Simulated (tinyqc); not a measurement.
Tunnelling through a thin dielectric with one trap, as a tight-binding chain: sweeps and comparisons. A value that a table varies takes the place of the one given here.

Hopping -t everywhere, t = c/(m a^2), c = hbar^2/2m0; lead sites at 2t (band bottom 0), barrier sites 1 to N at 2t + phi, and site j has U besides. No voltage. Leads give S = -t exp(ika) on sites 1 and N, cos(ka) = 1 - E/(2t). T = (2 t sin(ka))^2 |G_1N|^2, G = (E - H - S)^-1. In the barrier cosh(q a) = 1 + (phi - E)/(2t).

Resonance: the lowest eigenvalue of H + S(E), iterated until its real part equals E (40 rounds from Eb = phi + 2t - sqrt(4t^2 + U^2), the level in an endless barrier). With v the normalised squared amplitudes of that state, Gamma_L = 2 t sin(ka) v_1, Gamma_R = 2 t sin(ka) v_N; Breit-Wigner T = Gamma_L Gamma_R/((E - Er)^2 + (Gamma_L + Gamma_R)^2/4).

Constants: hbar^2/2m0 = 3.80998211 eV angstrom^2.

Parameters, chosen for this exercise (barrier and mass of the size used for Al2O3 on silicon; not measured data): a = 2.5 angstrom (site spacing); m = 0.27 m0 (mass, the same in leads and barrier); phi = 2.1 eV (conduction edge of the barrier above that of the leads); N = 7 (barrier sites); j = 3 (site of the trap); U = -3.15 eV (extra energy on the trap site); E = 1.34 eV (electron energy).

## Transmission around the level

Er = 1.11507 eV

widths (meV): left 144.65, right 10.730

Energies Er + x (Gamma_L + Gamma_R).

T:
```
x     E (eV)    chain  Breit-Wigner   no trap
-3.0  0.6489  0.00184       0.00695  6.51e-05
-1.0  0.9597   0.0348        0.0514  0.000233
-0.5  1.0374    0.106         0.129  0.000319
0.0   1.1151    0.254         0.257  0.000438
0.5   1.1928    0.165         0.129  0.000605
1.0   1.2704   0.0846        0.0514  0.000838
3.0   1.5812   0.0282       0.00695   0.00336
```

At Er the chain gives 0.254, 580 times the value without trap, and Breit-Wigner 0.257. In the wings the single pole gives 3.78 times the chain value at x = -3 and 0.247 times at x = 3, because the widths and the level shift change with energy.

## Where a trap does most harm

The trap is moved through the barrier. The area under the resonance, 2 pi Gamma_L Gamma_R/(Gamma_L + Gamma_R), sets the current through it.

Against position:
```
j  Er (eV)  Gamma_L (meV)  Gamma_R (meV)   peak  area (meV)
3   1.1151            145           10.7  0.257        62.8
4   1.1141           38.6           38.6   1.00         121
5   1.1151           10.7            145  0.257        62.8
```

The area is largest at j = 4 (121 meV) and 1.93 times smaller at j = 3: the slower of the two steps limits the current, so traps in the middle carry most. Each site towards a lead multiplies its width by about 3.75, close to exp(2 q a) = 3.67 at Eb.

## Direct against trap-assisted paths

N odd, the trap in the middle, j = (N + 1)/2. Direct T is that without trap at the energy Er; area = 2 pi Gamma_L Gamma_R/(Gamma_L + Gamma_R). The exponents are the slopes of the logarithms between the last two rows, per angstrom.

Against thickness:
```
N   N a (angstrom)  Er (eV)  direct T  area (meV)
5             12.5   1.1103   0.00579         465
7             17.5   1.1141  0.000437         121
9             22.5   1.1114  3.21e-05        32.3
11            27.5   1.1103  2.36e-06        8.72
13            32.5   1.1100  1.75e-07        2.37
15            37.5   1.1099  1.29e-08       0.644
17            42.5   1.1099  9.57e-10       0.175
```

exponents (1/angstrom): direct 0.5206, through the trap 0.2603

The direct path falls as exp(-0.521 d) and the path through a central trap as exp(-0.260 d), 2.00 times more slowly, since each step crosses half the layer. From 5 to 17 sites the first loses 6.8 decades and the second 3.4: in thicker layers even few traps rule the leakage. Inelastic capture with phonons is left out.

## What each parameter does

Resonance and log10 T at E. Each row changes one parameter from the base and keeps the others.

Results:
```
case           Er (eV)  Gamma_L (meV)  Gamma_R (meV)  log10 T
base            1.1151          144.6          10.73   -1.257
m = 0.248 m0    1.1871          175.1          15.71   -0.869
phi = 2.2 eV    1.2191          144.7          10.75   -0.957
N = 8           1.1152          144.4          2.922   -1.755
j = 4           1.1141          38.60          38.60   -1.260
U = -3.055 eV   1.1729          150.6          11.99   -1.051
```

The largest shifts from the base row, up to three for each result and ties (the steps differ in size, so this ranks the rows, not the parameters). Er (eV): phi +0.1041, m +0.0721, U +0.0579. Gamma_L (meV): j -106, m +30.4, U +5.96. Gamma_R (meV): j +27.9, N -7.81, m +4.98. log10 T: N -0.498, m +0.387, phi +0.299.

Computed by tinyqc, a small Python program: `OMP_NUM_THREADS=1 python tinyqc.py 1450512 1450513 out.jsonl` (the numbers bound the seed that draws the inputs); one thread of a shared host (Intel(R) Xeon(R) Processor @ 2.30GHz), about 0.04 s for the whole set of steps.
